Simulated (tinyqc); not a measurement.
From results back to parameters: Koster-Slater impurity in an sp3s* host.

Problem. In the Koster-Slater model a defect shifts the s level of its site by Vs and the p levels by Vp; an A1 level solves 1/Vs = G_s(E) and a T2 level 1/Vp = G_p(E), E from the top of the valence band. A defect has an A1 level at E = 1.0046 eV, one of the energies of the table, and a T2 level at 0.6028 eV.

G(E) of the host (1/eV):
```
E (eV)         G_s         G_p
0.0000   0.0293740   0.2370589
0.2009   0.0211308   0.1746304
0.4018   0.0117682   0.1380375
0.6028   0.0007259   0.1095104
0.8037  -0.0128529   0.0846451
1.0046  -0.0304198   0.0611835
1.2055  -0.0547310   0.0372415
1.4064  -0.0919438   0.0102981
1.6074  -0.1612702  -0.0253517
```

Find: Vs, Vp.

Solution. Read G_s and G_p at the two energies and invert them. Vs is attractive and pulls its level down from the conduction bands. Vp is repulsive and pushes its level up from the valence bands.

Vs, Vp (eV): -32.9  9.1

Computed by tinyqc, a small Python program: `OMP_NUM_THREADS=1 python tinyqc.py 1452055 1452056 out.jsonl` (the numbers bound the seed that draws the inputs); one thread of a shared host (Intel(R) Xeon(R) Processor @ 2.30GHz), about 0.02 s for the whole set of steps.
